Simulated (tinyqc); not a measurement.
All estimates against temperature: estimate of lattice thermal conductivity from elastic moduli (Slack, Klemens and Cahill formulas). Computed by tinyqc, a small Python program. Command: `OMP_NUM_THREADS=1 python tinyqc.py 3008237 3008238 out.jsonl slack walk`. One thread of a shared host (Intel(R) Xeon(R) Processor @ 2.30GHz), about 0.01 s of CPU time with the checks.

An isotropic solid.

Inputs (values chosen for the exercise, for a model crystal): bulk modulus B = 62.6 GPa; shear modulus G = 22.6 GPa; volume per atom V = 24 angstrom^3; mean atomic mass M = 22.2 u; atoms per primitive cell n = 20; temperature T = 900 K; disorder parameter Gamma = 0.017; grain size d = 9200 nm.

Grueneisen parameter: from the Poisson ratio.

Constants: u = 1.6605390666e-27 kg; hbar = 1.054571817e-34 J s; k_B = 1.380649e-23 J/K; h = 6.62607015e-34 J s.

Method:
- rho = M/V; vL = sqrt((B + 4G/3)/rho), vT = sqrt(G/rho); v_m = [(vL^-3 + 2 vT^-3)/3]^(-1/3); Poisson ratio sigma = (3B - 2G)/(6B + 2G); Theta = hbar v_m (6 pi^2/V)^(1/3)/k_B.
- Empirical rule gamma = (3/2) (1 + sigma)/(2 - 3 sigma).
- Slack, an estimate for T near or above Theta_a: kappa = A M Theta_a^3 delta n^(1/3)/(gamma^2 T) in W/(m K), with M in u, delta = V^(1/3) in angstrom, Theta_a = Theta n^(-1/3) and A = 2.43e-6/(1 - 0.514/gamma + 0.228/gamma^2).
- High-temperature forms with the classical heat capacity. Klemens: kappa/kappa_0 = arctan(u)/u, u^2 = pi^2 Theta V Gamma kappa_0/(h v_m^2). Grains: 1/kappa_poly = 1/kappa + 1/(C v_m d/3), C = 3 k_B/(n V), the acoustic branches alone.
- Cahill minimum: kappa_min = (pi/6)^(1/3) k_B V^(-2/3) sum over L, T, T of v (T/Theta_i)^2 int_0^(Theta_i/T) x^3 e^x/(e^x - 1)^2 dx, Theta_i = Theta v_i/v_m (64 Gauss-Legendre points).

Grueneisen parameter gamma = 2.04229

Debye temperature Theta = 444.466 K

v_m = 4306.25 m/s

vL = 7770.03 m/s

vT = 3835.83 m/s

acoustic Debye temperature Theta_a = 163.743 K

Kappa (W/(m K)):
```
T (K)  perfect crystal  with point defects  polycrystal  minimum
200             2.7683              2.4665       2.4611   0.7358
300             1.8456              1.7026       1.7001   0.8731
400             1.3842              1.3010       1.2995   0.9357
550             1.0067              0.9614       0.9606   0.9788
750             0.7382              0.7133       0.7129   1.0029
1000            0.5537              0.5395       0.5392   1.0157
1300            0.4259              0.4174       0.4173   1.0225
1700            0.3257              0.3207       0.3206   1.0267
```

What follows from these numbers?

The perfect crystal follows 1/T. With point defects the exponent runs from -0.91 to -0.98 (the strong-disorder limit is -1/2), and with grains from -0.91 to -0.98. The polycrystal estimate falls below the minimum from 550 K on, where it loses its meaning.

Extremes, crossings and ranges named in words are read from the listed rows.
